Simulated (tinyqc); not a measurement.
Koster-Slater impurity in a tight-binding band, by Green functions and by supercells: one step, computed by the program tinyqc. Command: `OMP_NUM_THREADS=1 python tinyqc.py 3025157 3025158 out.jsonl kosterslater walk`. One thread of a shared host (Intel(R) Xeon(R) Processor @ 2.30GHz), about 0.03 s of CPU time with the checks.

One orbital per site, e(k) = -2 t sum cos(k_i) over 2 direction(s), band from -4 t to 4 t, lattice constant 1. One site has the extra energy U. Spin is left out.

Task: The supercell Hamiltonian at Gamma. H_ij = -t for each bond from i to j, images included (two bonds add when N = 2); H_11 = U; sites are numbered with the last coordinate running fastest. Diagonalise.

Inputs (values chosen for the exercise, for a model band): hopping t = 0.32 eV; impurity potential U = -1.55 eV; supercell edge N = 3 sites.

Lattice: square.

Give: H; levels.

Result:

H (eV), lower triangle (symmetric):
```
       1      2      3      4      5      6      7      8
1  -1.55
2  -0.32   0.00
3  -0.32  -0.32   0.00
4  -0.32   0.00   0.00   0.00
5   0.00  -0.32   0.00  -0.32   0.00
6   0.00   0.00  -0.32  -0.32  -0.32   0.00
7  -0.32   0.00   0.00  -0.32   0.00   0.00   0.00
8   0.00  -0.32   0.00   0.00  -0.32   0.00  -0.32   0.00
9   0.00   0.00  -0.32   0.00   0.00  -0.32  -0.32  -0.32

      9
9  0.00
```

levels (eV): -1.8823  -0.9514  -0.3200  -0.3200  -0.3200  0.3237  0.6400  0.6400  0.6400
